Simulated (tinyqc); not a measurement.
Free and trapped electrons in a MOS channel with a dense trap tail: one step of the calculation.

p-type body, charge-sheet picture, full ionisation (an idealisation for deep acceptors), Boltzmann statistics for free electrons. e = Ec - EF at the surface. Acceptor-like traps of density D(E) = D0 + De exp(-E/Ew) at depth E below Ec, from 0 to Eu, hold n_t = integral of D(E)/(1 + exp((e - E)/Vt)). psi = Eg - Vt ln(Nv/Na) - e; N_dep = sqrt(2 eps0 eps_r Na (psi - Vt)/q); n_f = sqrt(N_dep^2 + 2 eps0 eps_r Vt Nc exp(-e/Vt)/q) - N_dep; Vg = Vfb + psi + q (N_dep + n_t + n_f)/Cox, Cox = eps0 eox/tox.

Problem. Trapped charge. Trapezoid rule on 12 equal steps from 0 to Eu, f = 1/(1 + exp((e - E)/Vt)).

Inputs (values chosen for the exercise); band and dielectric values close to those of 4H silicon carbide:
- T = 475 K (temperature)
- D0 = 2.7e10 cm^-2 eV^-1 (constant background density of acceptor-like traps)
- De = 1.9e13 cm^-2 eV^-1 (density of the tail at the conduction edge)
- Ew = 0.11 eV (decay energy of the tail)
- Eu = 0.62 eV (depth below Ec down to which the traps reach)
- e = 0.111 eV (Ec - EF at the surface)

Constants: q = 1.602176634e-19 C, kB = 1.380649e-23 J/K, Vt = kB T/q. Results are converted to the units shown.

Wanted: E; D(E) f; n_t.

Solution.

```
point   E (eV)  D(E) f (cm^-2 eV^-1)
0            0              1.185e12
1      0.05167              2.263e12
2       0.1033              3.379e12
3       0.1550              3.482e12
4       0.2067              2.672e12
5       0.2583              1.793e12
6       0.3100              1.153e12
7       0.3617              7.347e11
8       0.4133              4.702e11
9       0.4650              3.042e11
10      0.5167              2.003e11
11      0.5683              1.354e11
12      0.6200              9.475e10
```

n_t = 8.900e11 cm^-2

Computed by the program tinyqc: `OMP_NUM_THREADS=1 python tinyqc.py 2222130 2222131 out.jsonl`, one thread of a shared Intel Xeon 2.30GHz, about 0.02 s for the whole run.
